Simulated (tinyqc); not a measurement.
Shockley-Read-Hall recombination through one deep level: sweeps and comparisons. A value that a table varies takes the place of the one given here.

One level at Et with degeneracy 1: tn = 1/(sn vth Nt), tp = 1/(sp_ vth Nt), n1 = Nc exp((Et - Eg)/kT), p1 = Nv exp(-Et/kT), ni^2 = n1 p1. Equilibrium n0 = Nm, p0 = ni^2/Nm; n = n0 + dn, p = p0 + dn. U = (n p - ni^2)/(tp (n + n1) + tn (p + p1)), lifetime dn/U; emission rates en = sn vth n1, ep = sp_ vth p1.

Constants: kB = 8.617333262e-05 eV/K.

Values chosen for the exercise (gap and densities of states near those of SiC at this temperature; the results hold for these values, not for the real material):
- E1 = 2.441 eV (level (+1/0) above Ev)
- E2 = 2.246 eV (level (0/-1) above Ev)
- gm = 2 (degeneracy of the middle state, the others 1)
- T = 300 K
- Eg = 3.185 eV (gap)
- Nc = 1.81e+19 1/cm^3 (conduction-band density of states)
- Nv = 3.23e+19 1/cm^3 (valence-band density of states)
- Nd = 2.2e+14 1/cm^3 (ionised shallow donors minus acceptors)
- Et = 2.246 eV (recombination level above Ev)
- Nt = 5.7e+13 1/cm^3 (defects)
- sn = 6.1e-16 cm^2 (electron capture cross-section)
- sp_ = 1.5e-14 cm^2 (hole capture cross-section)
- vth = 25000000 cm/s (thermal velocity, both carriers)
- Nm = 5.7e+14 1/cm^3 (equilibrium electrons for the lifetime steps)
- dn = 1.2e+15 1/cm^3 (excess pairs)

## Charge state against the Fermi level (deep level with several charge states)

Energies from Ev. The defect has charge states +1, 0, -1 with weights 1, gm exp((EF - E1)/kT), exp((2 EF - E1 - E2)/kT); the shares are the weights over their sum. Boltzmann carriers: n = Nc exp((EF - Eg)/kT), p = Nv exp(-EF/kT). Neutrality: p - n + Nd + Nt <q> = 0.

Shares:
```
EF (eV),+1,0,-1,<q>
0.191,1.000,0.000,0.000,1.000
0.446,1.000,0.000,0.000,1.000
0.701,1.000,0.000,0.000,1.000
0.955,1.000,0.000,0.000,1.000
1.210,1.000,0.000,0.000,1.000
1.465,1.000,0.000,0.000,1.000
1.720,1.000,0.000,0.000,1.000
1.975,1.000,0.000,0.000,1.000
2.230,0.999,0.001,0.000,0.999
2.484,0.000,0.000,1.000,-1.000
2.739,0.000,0.000,1.000,-1.000
2.994,0.000,0.000,1.000,-1.000
```

E2 lies below E1 (negative U = -0.195 eV), so the charge goes from +1 to -1 near (E1 + E2)/2 = 2.343 eV, two electrons at once; the middle state never exceeds a share of 0.0225.

## Defects against doping (deep level with several charge states)

Nt takes the listed multiples of |Nd|; the resistivity uses mobilities of 1000 (electrons) and 300 (holes) cm^2/(V s), chosen for the exercise, and e = 1.602176634e-19 C.

Neutral state:
```
Nt/|Nd|,EF (eV),n (1/cm^3),p (1/cm^3),rho (ohm cm)
0.01,2.8922,2.18e+14,8.38e-30,28.7
0.10,2.8897,1.98e+14,9.22e-30,31.5
0.30,2.8832,1.54e+14,1.18e-29,40.5
0.60,2.8687,8.80e+13,2.07e-29,70.9
0.90,2.8329,2.20e+13,8.29e-29,284
1.10,2.3842,6.37e+05,2.87e-21,9.80e+09
1.50,2.3648,3.02e+05,6.05e-21,2.07e+10
3.00,2.3527,1.88e+05,9.68e-21,3.31e+10
10.00,2.3462,1.46e+05,1.25e-20,4.26e+10
```

EF goes from 2.892 to 2.346 eV and the resistivity from 28.7 to 4.26e+10 ohm cm, with a largest value of 4.26e+10. The largest move of EF, -0.449 eV, comes between Nt/|Nd| = 0.9 and 1.1; the levels lie at 2.441 and 2.246 eV. A defect can take up to one carrier of either sign, so the doping can be cancelled no earlier than Nt = |Nd|, there only if EF lies well beyond the level that takes the carriers and otherwise at larger Nt (mean charge -0.10 in the last row).

## Lifetime against injection

Recombination:
```
dn (1/cm^3),lifetime (microsecond),U (1/(cm^3 s))
1.0e+11,0.04699,2.13e+18
1.0e+12,0.04880,2.05e+19
1.0e+13,0.06662,1.50e+20
1.0e+14,0.2185,4.58e+20
1.0e+15,0.7795,1.28e+21
1.0e+16,1.135,8.81e+21
1.0e+17,1.191,8.40e+22
1.0e+18,1.197,8.36e+23
```

The lifetime rises from 0.04699 to 1.197 microsecond; tn + tp = 1.197. At low injection it is tp (1 + n1/n0) + tn p1/n0 with n1/Nm = 5.3e-12 and p1/Nm = 1.1e-33: re-emission is negligible, so minority capture alone counts. Auger and radiative paths are left out; they cut in at the highest injections, and in a doped direct-gap crystal the radiative one counts at all injections. dn = dp neglects trapped charge, which matters where the traps hold a charge comparable with dn, at low injection and with very unequal cross sections.

## Where a level does most harm

Et takes the values listed; G = Nt en ep/(en + ep) in a depleted region; the lifetime is for dn = 1e11 1/cm^3.

Results:
```
Et (eV),lifetime (microsecond),G (1/(cm^3 s))
0.191,40.4,7.94e-26
0.446,0.0491,1.53e-21
0.701,0.0470,2.93e-17
0.955,0.0470,5.43e-13
1.210,0.0470,1.04e-08
1.465,0.0470,0.000200
1.720,0.0470,0.00878
1.975,0.0470,4.58e-07
2.230,0.0470,2.38e-11
2.484,0.0470,1.29e-15
2.739,0.0470,6.70e-20
2.994,0.966,3.48e-24
```

Generation peaks where en = ep, at Eg/2 + (kT/2) ln(sp_ Nv/(sn Nc)) = 1.641 eV; the largest value listed is at 1.720 eV, and G falls by a decade for each 0.060 eV away from the peak. The lifetime is within a factor 2 of its minimum, 0.047 microsecond, from 0.446 to 2.739 eV: recombination tolerates a wide range of Et, generation a narrow one.

## What moves lifetime and leakage

G = Nt en ep/(en + ep). Each row changes one parameter from the base and keeps the others.

Results:
```
case,lifetime (microsecond),G (1/(cm^3 s))
base,0.8267,1.28e-11
Et = 2.286 eV,0.8267,2.73e-12
sn = 1.22e-15 cm^2,0.4368,1.28e-11
sp_ = 3e-14 cm^2,0.8033,2.56e-11
Nt = 2.85e+13 1/cm^3,1.653,6.41e-12
Nm = 1.71e+15 1/cm^3,0.5212,1.28e-11
dn = 3.6e+15 1/cm^3,1.040,1.28e-11
```

The largest shifts from the base row, up to three for each result and ties (the steps differ in size, so this ranks the rows, not the parameters). lifetime (microsecond): Nt +0.827, sn -0.390, Nm -0.306; unchanged at the printed digits by Et. G (1/(cm^3 s)): sp_ +1.28e-11, Et -1.01e-11, Nt -6.41e-12; unchanged at the printed digits by sn, Nm and dn.

Program tinyqc; command `OMP_NUM_THREADS=1 python tinyqc.py 1680143 1680144 out.jsonl`; about 0.01 s on one thread of a shared Intel(R) Xeon(R) Processor @ 2.30GHz.
